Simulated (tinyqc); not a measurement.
Front-illuminated p-i-n photodiode, quantum efficiency and bandwidth: two steps of the calculation.

Light enters through a p layer (0 to xp), a depleted layer (xp to xp + wi) and a thick n substrate, decaying as exp(-al x); one pass, no back reflection. Carriers made in the depleted layer are all collected; those in the neutral layers diffuse.

Parameters, values chosen for the exercise; values close to those of germanium at this wavelength:
```
symbol   value    unit                                         meaning
lam       1550      nm                                      wavelength
al        1550    1/cm                          absorption coefficient
Rf         0.1                           reflectance of the front face
eps_r     16.6                                   relative permittivity
xp       0.098      um                  thickness of the front p layer
wi         2.7      um                 thickness of the depleted layer
Dn          14  cm^2/s   electron diffusion coefficient in the p layer
Ln          17      um        electron diffusion length in the p layer
S          1e6    cm/s     recombination velocity of the front surface
Lp          23      um  hole diffusion length in the thick n substrate
ve      6.27e6    cm/s                         electron drift velocity
vh      4.25e6    cm/s                             hole drift velocity
dia         51      um                                        diameter
RL          50     ohm                                 load resistance
Cp           9      fF                           parasitic capacitance
f           12     GHz                            modulation frequency
```

Constants: q = 1.602176634e-19 C, h = 6.62607015e-34 J s, c = 299792458 m/s, eps0 = 8.8541878128e-14 F/cm where lengths are in cm. Results are converted to the units shown.

Task 1. Quantum efficiency. k = al Ln, s = S Ln/Dn, e = exp(-al xp); front layer f1 = (k/(k^2 - 1)) {[s + k - e (s cosh(xp/Ln) + sinh(xp/Ln))]/[s sinh(xp/Ln) + cosh(xp/Ln)] - k e}; depleted layer f2 = e (1 - exp(-al wi)); substrate f3 = e exp(-al wi) al Lp/(1 + al Lp); external efficiency (1 - Rf)(f1 + f2 + f3); responsivity = efficiency q lam/(h c).

Give: s; f1; f2; f3; external efficiency; responsivity.

Result 1.

s = 121.4
f1 = 0.01196
f2 = 0.3368
f3 = 0.5061
external efficiency = 0.7694
responsivity = 0.9619 A/W

The front layer absorbs 1.51 % of the light that enters and collects 79.4 % of that. Diffusion from the neutral layers makes up 60.6 % of the current.

Task 2. Response at one frequency. Drift response for pairs made in the depleted layer, a = al wi, g = 1 - exp(-a), u = 2 pi i f, te = wi/ve, th = wi/vh: electrons He = [g - a (exp(-a) - exp(-u te))/(u te - a)]/(u te g), holes Hh = [g - a (1 - exp(-a - u th))/(a + u th)]/(u th g); C = eps0 eps_r pi (dia/2)^2/wi + Cp; total |He + Hh|/sqrt(1 + (2 pi f RL C)^2), for the current of the depleted layer alone.

Wanted: te; th; He; Hh; |He + Hh|; C; total response.

Result 2.

te = 43.06 ps
th = 63.53 ps
He = 0.1872-0.3443i
Hh = 0.0533-0.2391i
|He + Hh| = 0.6310
C = 120.2 fF
total response = 0.5748

The drift response alone falls to 1/sqrt(2) at 10.4 GHz and the RC term alone at 26.5 GHz; together they give 9.42 GHz.

Computed by the program tinyqc: `OMP_NUM_THREADS=1 python tinyqc.py 2250043 2250044 out.jsonl`, one thread of a shared Intel Xeon 2.30GHz, about 0.01 s for the whole run.
